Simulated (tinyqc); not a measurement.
# Segment and feed resistance from two drops

Inverse problem. A rail is fed at one end through Rq; K loads of Ij follow, each after a segment Rs. The drop at load j is K Ij Rq + Rs Ij sum_(l=1..j) (K - l + 1). Find Rs, Rq and the worst drop, at the middle, if the rail were fed through Rq at both ends: K Ij Rq/2 + Rs Ij K^2/8 with the load taken as continuous.

Values chosen for this exercise: number of equal loads K = 14; current of each load Ij = 1.6 mA.

drops at the first and at the last load (mV): [12.633600, 20.496000]

Solution. The difference of the two drops is Rs Ij K (K - 1)/2, which gives Rs; the first drop then gives Rq.

Rs = 0.0540 ohm
Rq = 0.510 ohm
drop at the middle with two feeds = 7.83 mV

tinyqc, about 0.1 s, one thread, Intel Xeon 2.30GHz (shared host): `OMP_NUM_THREADS=1 python tinyqc.py 2770153 2770154 out.jsonl`
